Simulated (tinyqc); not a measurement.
Double-gate transistor below threshold, two-dimensional Poisson equation on a small mesh: one step of the calculation.

Half of a symmetric double-gate structure: row 0 is the mid-plane of the body, where the normal field vanishes. Mobile charge is neglected (subthreshold), the body is fully depleted, and potentials are counted from the intrinsic level; rows run upward to the gate, columns from source to drain.

Problem. Over-relaxation sweep (omega = 1.2). Free nodes: rows 0..4, columns 1..5, taken row by row from row 0, left to right. t = (up psi(above) + dn psi(below) + lat [psi(left) + psi(right)] + s)/(up + dn + 2 lat), with the newest neighbours; psi(new) = psi + 1.2 (t - psi).

psi at the start (fixed values on the edges, free nodes at the gate value) (V):
```
              j=0         j=1         j=2         j=3         j=4         j=5         j=6
row 0  0.56000000  0.05000000  0.05000000  0.05000000  0.05000000  0.05000000  0.61000000
row 1  0.56000000  0.05000000  0.05000000  0.05000000  0.05000000  0.05000000  0.61000000
row 2  0.56000000  0.05000000  0.05000000  0.05000000  0.05000000  0.05000000  0.61000000
row 3  0.56000000  0.05000000  0.05000000  0.05000000  0.05000000  0.05000000  0.61000000
row 4  0.30500000  0.05000000  0.05000000  0.05000000  0.05000000  0.05000000  0.33000000
row 5  0.05000000  0.05000000  0.05000000  0.05000000  0.05000000  0.05000000  0.05000000
```

up, row 0 to 4: [42.862500, 42.862500, 42.862500, 18.473684, 18.473684]
dn, row 0 to 4: [0, 42.862500, 42.862500, 42.862500, 18.473684]
lat, row 0 to 4: [1.8814815, 3.7629630, 3.7629630, 2.2931481, 0.82333333]
s, row 0 to 4 (V): [-0.020628446, -0.041256892, -0.041256892, -0.020628446, 0]

Find: psi after iteration 1.

Solution.

psi after iteration 1 (V):
```
           j=0      j=1      j=2      j=3      j=4      j=5      j=6
row 0  0.56000  0.07417  0.05064  0.04950  0.04944  0.07656  0.61000
row 1  0.56000  0.08749  0.05164  0.04927  0.04913  0.09119  0.61000
row 2  0.56000  0.09485  0.05254  0.04919  0.04895  0.09926  0.61000
row 3  0.56000  0.10590  0.05394  0.04916  0.04877  0.11138  0.61000
row 4  0.30500  0.08864  0.05325  0.04960  0.04928  0.09241  0.33000
row 5  0.05000  0.05000  0.05000  0.05000  0.05000  0.05000  0.05000
```

Computed by the program tinyqc: `OMP_NUM_THREADS=1 python tinyqc.py 2480002 2480003 out.jsonl`, one thread of a shared Intel Xeon 2.30GHz, about 0.09 s for the whole run.
